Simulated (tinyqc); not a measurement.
Inside a calculation. Model: minority-electron transport through the base of a bipolar transistor (Moll-Ross and Kroemer integrals). Computed by tinyqc, a small Python program that keeps every step. Command: `OMP_NUM_THREADS=1 python tinyqc.py 3022397 3022398 out.jsonl base walk`. One thread of a shared host (Intel(R) Xeon(R) Processor @ 2.30GHz), about 0.01 s of CPU time with the checks. Intermediate numbers are printed to about 7 digits and carried at full precision; extremes and crossings named in words are read from the listed rows.

Low injection, one dimension, x from the emitter edge (0) to the collector edge (W), s = x/W. Recombination is treated as a small correction (valid for tau_B well below tau_n), computed from the stored charge.

Inputs (values chosen for the exercise, modelled on GaAs):

| quantity | value | unit |
|---|---|---|
| intrinsic density n_i at the emitter edge | 2e+06 | 1/cm^3 |
| base doping at the emitter edge N_0 | 9.6e+18 | 1/cm^3 |
| base width W | 13 | nm |
| mu_min | 1100 | cm^2/(V s) |
| mu_max | 7110 | cm^2/(V s) |
| N_ref | 9.4e+16 | 1/cm^3 |
| saturation velocity v_s | 0.91 | 1e7 cm/s |
| electron lifetime tau_n | 0.89 | ns |
| emitter Gummel number G_E | 3.3e+12 | s/cm^4 |
| base-emitter voltage V_BE | 0.82 | V |
| temperature T | 300 | K |
| gap narrowing across the base dE_g | 36 | meV |

Base doping profile: uniform. Gap grading: linear. Exit of the base: saturation velocity.

Constants: k_B = 8.617333262e-05 eV/K; e = 1.602176634e-19 C.

## Profile and built-in field

N(x) = N_0; n_i(x)^2 = n_i^2 exp(s dE_g/k_B T); D(x) = (k_B T/e) mu, mu = mu_min + (mu_max - mu_min)/(1 + (N/N_ref)^0.7). Field that drives electrons towards the collector, averaged over the base: (k_B T/e) ln[N_0 n_i(W)^2/(N(W) n_i^2)]/W.

Across the base:

| s | N (1/cm^3) | n_i(x)^2/n_i^2 | D (cm^2/s) | y (s/cm^5) |
|---|---|---|---|---|
| 0.0 | 9.60e+18 | 1.000000 | 34.30205 | 2.798666e+17 |
| 0.2 | 9.60e+18 | 1.321158 | 34.30205 | 2.118344e+17 |
| 0.4 | 9.60e+18 | 1.745458 | 34.30205 | 1.603400e+17 |
| 0.6 | 9.60e+18 | 2.306025 | 34.30205 | 1.213632e+17 |
| 0.8 | 9.60e+18 | 3.046623 | 34.30205 | 9.186126e+16 |
| 1.0 | 9.60e+18 | 4.025069 | 34.30205 | 6.953088e+16 |

drift factor eta (potential drop in k_B T/e) = 1.392542

mean built-in field = 27.69231 kV/cm

## Collector current and transit time

With y(x) = N n_i^2/(D n_i(x)^2): base Gummel number G_B = int_0^W y dx + N(W) n_i^2/(v_s n_i(W)^2); J_C = e n_i^2 exp(e V_BE/k_B T)/G_B; n(x) = (J_C/e)(n_i(x)^2/(N n_i^2)) [int_x^W y dx + the same exit term]; transit time tau_B = (e/J_C) int n dx; trapezoid rule on 401 even points.

base Gummel number G_B = 4.584516e+11 s/cm^4

collector current density J_C = 8.334329e-05 A/cm^2

base transit time tau_B = 0.09338566 ps

share of the exit term in G_B = 57.16931 %

mean velocity W/tau_B = 1.392077 1e7 cm/s

Plain diffusion with the D of the emitter edge would take W^2/(2D) = 0.0246 ps, 0.264 times the result. Caution: the mean velocity exceeds v_s, so drift-diffusion with a low-field mobility overstates the speed. Caution: the base is only a few mean free paths wide, so transport is partly ballistic.

## Gain and speed

Emitter-limited gain beta_E = G_E/G_B; recombination-limited gain beta_R = tau_n/tau_B; 1/beta = 1/beta_E + 1/beta_R; f_T from the base alone = 1/(2 pi tau_B).

beta_E = 7.198143

beta_R = 9530.371

current gain beta = 7.192710

f_T from the base alone = 1704.276 GHz

The gain is limited mainly by hole injection into the emitter (100 % of the base current).

## What grading buys

The formulas are those given above.

The same base with other gradings:

| dE_g (meV) | dE_g/k_B T | G_B (s/cm^4) | J_C gain | tau_B (ps) | speed gain |
|---|---|---|---|---|---|
| 0 | 0.00000 | 1.418772e+12 | 1.00000 | 0.1674912 | 1.00000 |
| 25 | 0.96704 | 6.342788e+11 | 2.23683 | 0.1098539 | 1.52467 |
| 50 | 1.93409 | 3.134193e+11 | 4.52675 | 0.0773923 | 2.16418 |
| 75 | 2.90113 | 1.764975e+11 | 8.03848 | 0.0579862 | 2.88847 |
| 100 | 3.86817 | 1.141364e+11 | 12.43049 | 0.0456729 | 3.66719 |
| 150 | 5.80226 | 6.570268e+10 | 21.59382 | 0.0315793 | 5.30383 |
| 200 | 7.73635 | 4.746981e+10 | 29.88787 | 0.0240040 | 6.97765 |
| 300 | 11.60452 | 3.136369e+10 | 45.23612 | 0.0161912 | 10.34457 |

At 100 meV J_C rises by a factor 12.43 and the transit is 3.67 times faster; at 300 meV the factors are 45.24 and 10.34. For a uniform base without exit term both tend to be linear in dE_g/k_B T, J_C as x/(1 - exp(-x)) and the speed as x/2. From 25 meV on the mean velocity W/tau_B exceeds v_s, so those speed gains are overstated.

Checks made by the program: transit time against W^2/(D eta) [1 - (1 - exp(-eta))/eta] plus the exit term (relative difference 8e-07).
